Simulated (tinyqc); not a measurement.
Lossy on-chip transmission line with skin effect: two steps of the calculation.

A uniform line in a homogeneous dielectric: c = sqrt(er)/(c0 Z0), l = Z0 sqrt(er)/c0 (c0 = 299792458 m/s), g = w c td, w = 2 pi f. The resistance joins its limits as r = sqrt(r_dc^2 + r_hf^2), with r_dc = rho/(wd th), r_hf = kr rho/(2 delta (wd + th)), delta = sqrt(rho/(pi f mu0)), mu0 = 4 pi 1e-7 H/m; this is an interpolation, and internal inductance, up to 0.05 nH/mm at low frequency, is neglected.

Values chosen for this exercise: width of the strip wd = 4 um; thickness of the strip th = 2 um; resistivity rho = 2.2 uohm cm; relative permittivity er = 3.9; loss tangent td = 0.005; lossless impedance sqrt(l/c) Z0 = 60 ohm; factor for crowding and the return path kr = 2; source resistance Rg = 25 ohm; load resistance RL = 50 ohm; load capacitance CL = 20 fF; frequency f = 0.34 GHz.

Task 1. Line constants. delta, r_dc, r_hf, r, l, c and g as defined.

Wanted: delta; r_dc; r_hf; r; l; c; g.

Result 1.

delta = 4.0485 um
r_dc = 2.7500 ohm/mm
r_hf = 0.90569 ohm/mm
r = 2.8953 ohm/mm
l = 0.39524 nH/mm
c = 109.79 pF/m
g = 0.0011727 S/m

r is 1.05 times r_dc; the skin depth is 2.02 of the thickness.

Task 2. Reflection, input impedance and transfer. ZL = 1/(1/RL + i w CL); reflection (ZL - Zc)/(ZL + Zc); Zin = Zc (ZL + Zc tanh(gamma len))/(Zc + ZL tanh(gamma len)); H = V_load/V_source = [Zin/(Zin + Rg)]/[cosh(gamma len) + (Zc/ZL) sinh(gamma len)].

gamma len = (6.5646382+8.7070840i) x 1e-3
Zc = 90.885159-67.812100i ohm

Give: ZL; reflection at the load; Zin; H; |H|.

Result 2.

ZL = 50.000-0.107i ohm
reflection at the load = -0.42346+0.27642i
Zin = 51.185-0.007i ohm
H = 0.65626-0.00454i
|H| = -3.6583 dB

Numbers from tinyqc (`OMP_NUM_THREADS=1 python tinyqc.py 2810126 2810127 out.jsonl`; about 0.01 s on one thread of a shared Intel Xeon 2.30GHz).
